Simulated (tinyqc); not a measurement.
Thermal boundary conductance by the acoustic and diffuse mismatch models: one step, computed by the program tinyqc. Command: `OMP_NUM_THREADS=1 python tinyqc.py 3023844 3023845 out.jsonl kapitza walk`. One thread of a shared host (Intel(R) Xeon(R) Processor @ 2.30GHz), about 0.01 s of CPU time with the checks.

Each side has one longitudinal and two transverse Debye branches, omega = v q up to q_D = (6 pi^2 n)^(1/3), with n counting all atoms. Scattering at the interface is elastic. Electrons are left out of G, also for metals. Melting is ignored. G refers to the temperatures of the phonons sent towards the interface. Linear branches over all atoms overstate G at high T, most for crystals with several atoms a cell.

Problem. Temperature rise through the stack. In series: Delta T = J (d_1/kappa_1 + R + d_2/kappa_2), with bulk conductivities in the layers and one-dimensional flow.

Inputs (values chosen for the exercise, modelled on diamond (side 1) and gallium arsenide (side 2)):
```
quantity              value     unit
conductivity kappa_1   2150  W/(m K)
conductivity kappa_2   50.5  W/(m K)
temperature T           150        K
thickness d_1            30       nm
thickness d_2         27000       nm
heat flux J             1.2  kW/cm^2
```

Structure: film on a substrate.

boundary resistance R = 6.771519 m^2 K/GW

Give: temperature drops; total rise Delta T; interface share of film plus interface.

Solution.

temperature drops (K): film 1.674e-04, interface 0.08126, substrate 6.416

total rise Delta T = 6.497 K

interface share of film plus interface = 0.9979

The substrate takes the largest drop, 99 % of the total. Caution: kappa_2 is of room-temperature size, so the Kapitza length is only nominal at this T. Caution: at this temperature short waves carry the heat; linear branches up to q_D overstate their velocity, and inelastic processes, left out here, grow with T. Caution: the conductivities are of room-temperature size; at this T real values can differ much and free paths can be long. Caution: R from emitted-phonon temperatures is too large for use in series with Fourier layers, by up to a factor of about 2. Caution: layers this thin are often below the phonon free path, where bulk conductivities and independent interfaces no longer hold.
